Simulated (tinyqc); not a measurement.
Worked calculation: coherent transport through a tight-binding region between two chains. Computed by tinyqc, a small Python program that keeps every step. Settings: temperature = 4, mu = -0.31. Command: `OMP_NUM_THREADS=1 python tinyqc.py 27984 27985 out.jsonl` (the two numbers bound the seeds that draw the settings). One thread of a shared host (Intel(R) Xeon(R) Processor @ 2.60GHz), about 0.07 s of CPU time with the checks.

## Transmission at E = 0.44 eV

H of the central region (eV):
```
          1         2         3
1   0.00000  -1.16000   0.00000
2  -1.16000   0.00000  -1.42000
3   0.00000  -1.42000   0.00000
```

Leads: semi-infinite chains with site energy 0:
```
parameter                           value
lead hopping t (eV)              1.480000
coupling to the left lead (eV)   0.250000
coupling to the right lead (eV)  1.090000
left contact site                       1
right contact site                      3
```

E = 0.44000 eV

Surface Green function g = (E - i sqrt(4 t^2 - E^2)) / (2 t^2); self-energy tc^2 g on each contact site; G = (E - H - Sigma)^(-1); Gamma = -2 Im Sigma; T = Gamma_L Gamma_R |G_LR|^2; local density of states -Im G_ii / pi.

g = 0.10044-0.66817i 1/eV

G (1/eV):
```
                   1                  2                  3
1   0.78186-0.89505i   0.53751+0.30651i  -0.80526+0.63619i
2   0.53751+0.30651i  -0.18994-0.13395i   0.32399-0.20888i
3  -0.80526+0.63619i   0.32399-0.20888i   0.55742-0.45498i
```

local density of states (1/eV): 0.28490  0.04264  0.14483

transmission = 0.13966

## Transmission across the band

The same steps on a grid of energies.

T(E):
```
E (eV)            T
-2.8120000  0.00059
-2.5308000  0.00462
-2.2496000  0.02613
-1.9684000  0.08423
-1.6872000  0.07137
-1.4060000  0.05627
-1.1248000  0.05691
-0.8436000  0.07169
-0.5624000  0.11002
-0.2812000  0.19335
0           0.27092
0.2812000   0.19335
0.5624000   0.11002
0.8436000   0.07169
1.1248000   0.05691
1.4060000   0.05627
1.6872000   0.07137
1.9684000   0.08423
2.2496000   0.02613
2.5308000   0.00462
2.8120000   0.00059
```

levels of the isolated region (eV): -1.83358  0.00000  1.83358

## Current

I = (2e/h) int T(E) [f(E - mu - V/2) - f(E - mu + V/2)] dE at 4 K with mu = -0.31 eV, the bias not changing H; 2e^2/h = 77.48092 microsiemens; the integral runs over the band on 4001 points.

Current:
```
V (volt)  I (microampere)
0.01000           0.14062
0.05000           0.70793
0.10000           1.41675
0.20000           2.84061
0.40000           5.73037
0.80000          11.43516
```
